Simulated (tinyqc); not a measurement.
Rutherford backscattering from a thin compound film on silicon: kinematics, yields, composition and thickness: one step, computed by the program tinyqc.

Singly charged helium ions (Z1 = 2, M1 = 4.0026 u) enter at the tilt angle a1 to the normal and leave at a2 = |180 - theta - tilt| in the same plane. The film is A B_x.

Task: Yields. Rutherford cross section in the laboratory frame: sigma = (Z1 Z e^2/(4 pi eps_0 4E))^2 (4/sin^4 theta) (r + cos theta)^2/r, r = sqrt(1 - (M1 sin theta/M)^2), times the screening factor 1 - 0.049 Z1 Z^(4/3)/E (E in keV); 1 angstrom^2 = 1e8 barn. Counts = (charge/e) x solid angle x sigma(E_mean) x areal density of the element/cos a1, E_mean = E0 - half the energy lost on the way in; 1 barn = 1e-24 cm^2. The ratio of areas returns x = (Y_B/Y_A)(sigma_A/sigma_B), with the counting error sqrt(1/Y_A + 1/Y_B).

Inputs (values chosen for the exercise, modelled on a helium beam on TiN):

| quantity | value | unit |
|---|---|---|
| beam energy E0 | 2.1 | MeV |
| scattering angle theta | 165 | degrees |
| tilt of the sample | 0 | degrees |
| heavy element: Z_A | 22 | - |
| heavy element: mass M_A | 47.9 | u |
| light element: Z_B | 7 | - |
| light element: mass M_B | 14 | u |
| atoms of B per atom of A, x | 0.88 | - |
| collected charge | 38 | microcoulomb |
| detector solid angle | 3.4 | msr |

energy lost on the way in = 12.88550 keV

areal density N d = 228.8 1e15 atoms/cm^2

Constants: e^2/(4 pi eps_0) = 14.39964548 eV angstrom; e = 1.602176634e-19 C.

Give: cross sections; counts; ratio of areas Y_B/Y_A; counting error of x without background.

Result:

cross sections (barn/sr): A 0.58279, B 0.05082

counts: A 57195, B 4389

ratio of areas Y_B/Y_A = 0.076742

counting error of x without background = 1.5662 %

The cross sections differ by 11.5, near (Z_A/Z_B)^2 = 9.9. The signal of B lies below the silicon edge, on the substrate background, so its real error is larger unless the substrate is channelled.
